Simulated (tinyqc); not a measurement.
Sp3 tight binding, zinc-blende lattice, step by step. Computed by tinyqc, a small Python program that keeps every step. Command: `OMP_NUM_THREADS=1 python tinyqc.py 27783 27784 out.jsonl` (the two numbers bound the seeds that draw the settings). One thread of a shared host (Intel(R) Xeon(R) Processor @ 2.60GHz), about 0.01 s of CPU time with the checks.

## Bloch Hamiltonian at k

Parameters chosen for this model: zinc-blende lattice, anion at 0, cation at a/4 (1,1,1); V = eta hbar^2 / (m d^2), hbar^2/m = 7.619964 eV angstrom^2:

| parameter | value | unit |
|---|---|---|
| a | 5.390000 | angstrom |
| d | 2.333938 | angstrom |
| Es anion | -15.710000 | eV |
| Ep anion | -6.110000 | eV |
| Es cation | -14.440000 | eV |
| Ep cation | -5.450000 | eV |
| eta ss | -1.400000 |  |
| eta sp | 1.840000 |  |
| eta pp sigma | 3.240000 |  |
| eta pp pi | -0.810000 |  |
| V ss | -1.958403 | eV |
| V sp | 2.573902 | eV |
| V pp sigma | 4.532305 | eV |
| V pp pi | -1.133076 | eV |

k point k (2 pi / a): -0.690000  0.100000  0.270000

Slater-Koster rules over the four bonds with direction cosines (l, m, n): ss V_ss; s-px l V_sp; px-s -l V_sp; px-px l^2 V_pps + (1 - l^2) V_ppp; px-py l m (V_pps - V_ppp); each times exp(i k.d).

H(k) at k (eV):
```
                      a s                a px                 a py                 a pz
a s            -15.710000            0.000000             0.000000             0.000000
a px             0.000000           -6.110000             0.000000             0.000000
a py             0.000000            0.000000            -6.110000             0.000000
a pz             0.000000            0.000000             0.000000            -6.110000
c s   -3.299692+0.445673i  0.179056-4.728887i  -2.135174+0.396566i  -0.748982+1.130517i
c px  -0.179056+4.728887i  1.272738-0.171903i   0.951805-1.436658i   2.713376-0.503955i
c py   2.135174-0.396566i  0.951805-1.436658i   1.272738-0.171903i  -0.227544+6.009461i
c pz   0.748982-1.130517i  2.713376-0.503955i  -0.227544+6.009461i   1.272738-0.171903i

                      c s                 c px                 c py                 c pz
a s   -3.299692-0.445673i  -0.179056-4.728887i   2.135174+0.396566i   0.748982+1.130517i
a px   0.179056+4.728887i   1.272738+0.171903i   0.951805+1.436658i   2.713376+0.503955i
a py  -2.135174-0.396566i   0.951805+1.436658i   1.272738+0.171903i  -0.227544-6.009461i
a pz  -0.748982-1.130517i   2.713376+0.503955i  -0.227544-6.009461i   1.272738+0.171903i
c s            -14.440000             0.000000             0.000000             0.000000
c px             0.000000            -5.450000             0.000000             0.000000
c py             0.000000             0.000000            -5.450000             0.000000
c pz             0.000000             0.000000             0.000000            -5.450000
```

## Levels at k

Diagonalise the Hermitian matrix.

eigenvalues (eV): -20.237739  -15.628190  -12.812464  -12.184460  -4.224758  -2.029736  0.765731  1.521617

weights |c|^2 of the basis functions:
```
        band 1    band 2    band 3    band 4    band 5    band 6    band 7    band 8
a s   0.535302  0.253309  0.011044  0.008447  0.137281  0.049456  0.001333  0.003828
a px  0.035025  0.118205  0.064108  0.077877  0.285541  0.339811  0.011077  0.068355
a py  0.002399  0.060635  0.279920  0.126216  0.087161  0.044934  0.180938  0.217796
a pz  0.003248  0.036344  0.166456  0.311969  0.007413  0.005765  0.281415  0.187390
c s   0.363970  0.376232  0.014820  0.010808  0.189322  0.039432  0.001382  0.004034
c px  0.049878  0.074745  0.059352  0.067911  0.212664  0.448168  0.012215  0.075066
c py  0.005211  0.053907  0.238737  0.124289  0.074275  0.064548  0.201236  0.237798
c pz  0.004968  0.026622  0.165563  0.272483  0.006344  0.007885  0.310403  0.205732
```

## Bloch Hamiltonian at G

k point G (2 pi / a): 0  0  0

As before.

H(k) at G (eV):
```
             a s       a px       a py       a pz         c s       c px       c py       c pz
a s   -15.710000   0.000000   0.000000   0.000000   -7.833614   0.000000   0.000000   0.000000
a px    0.000000  -6.110000   0.000000   0.000000    0.000000   3.021537   0.000000   0.000000
a py    0.000000   0.000000  -6.110000   0.000000    0.000000   0.000000   3.021537   0.000000
a pz    0.000000   0.000000   0.000000  -6.110000    0.000000   0.000000   0.000000   3.021537
c s    -7.833614   0.000000   0.000000   0.000000  -14.440000   0.000000   0.000000   0.000000
c px    0.000000   3.021537   0.000000   0.000000    0.000000  -5.450000   0.000000   0.000000
c py    0.000000   0.000000   3.021537   0.000000    0.000000   0.000000  -5.450000   0.000000
c pz    0.000000   0.000000   0.000000   3.021537    0.000000   0.000000   0.000000  -5.450000
```

## Levels at G

As before.

eigenvalues (eV): -22.934308  -8.819504  -8.819504  -8.819504  -7.215692  -2.740496  -2.740496  -2.740496

## Bands along a path

The same steps at evenly spaced points between the labelled ones.

Bands along the path (eV):

| k | band 1 | band 2 | band 3 | band 4 | band 5 | band 6 | band 7 | band 8 |
|---|---|---|---|---|---|---|---|---|
| L | -20.335563 | -16.619809 | -11.077977 | -11.077977 | -6.315310 | -0.482023 | -0.482023 | 1.560682 |
| L-G 0.25 | -20.986323 | -15.530038 | -10.811001 | -10.811001 | -6.265068 | -0.748999 | -0.748999 | 1.071429 |
| L-G 0.50 | -21.986351 | -13.256561 | -10.098978 | -10.098978 | -6.205049 | -1.461022 | -1.461022 | -0.262039 |
| L-G 0.75 | -22.688028 | -10.642322 | -9.243549 | -9.243549 | -6.458411 | -2.316451 | -2.316451 | -1.921239 |
| G | -22.934308 | -8.819504 | -8.819504 | -8.819504 | -7.215692 | -2.740496 | -2.740496 | -2.740496 |
| G-X 0.25 | -22.603679 | -10.508225 | -9.812108 | -9.812108 | -5.892799 | -2.705297 | -1.747892 | -1.747892 |
| G-X 0.50 | -21.631357 | -12.994986 | -11.542292 | -11.542292 | -4.447217 | -2.636440 | -0.017708 | -0.017708 |
| G-X 0.75 | -20.084604 | -15.535651 | -12.861675 | -12.861675 | -3.459956 | -2.629789 | 1.301675 | 1.301675 |
| X | -18.431756 | -17.533126 | -13.341046 | -13.341046 | -3.016874 | -2.728244 | 1.781046 | 1.781046 |
| X-W 0.25 | -18.431756 | -17.533126 | -13.341046 | -13.341046 | -3.016874 | -2.728244 | 1.781046 | 1.781046 |
| X-W 0.50 | -18.431756 | -17.533126 | -13.341046 | -13.341046 | -3.016874 | -2.728244 | 1.781046 | 1.781046 |
| X-W 0.75 | -18.431756 | -17.533126 | -13.341046 | -13.341046 | -3.016874 | -2.728244 | 1.781046 | 1.781046 |
| W | -18.431756 | -17.533126 | -13.341046 | -13.341046 | -3.016874 | -2.728244 | 1.781046 | 1.781046 |

With 4 band(s) filled, the highest filled level on these points lies at G and the lowest empty one at G: a gap of 1.6038 eV, direct.
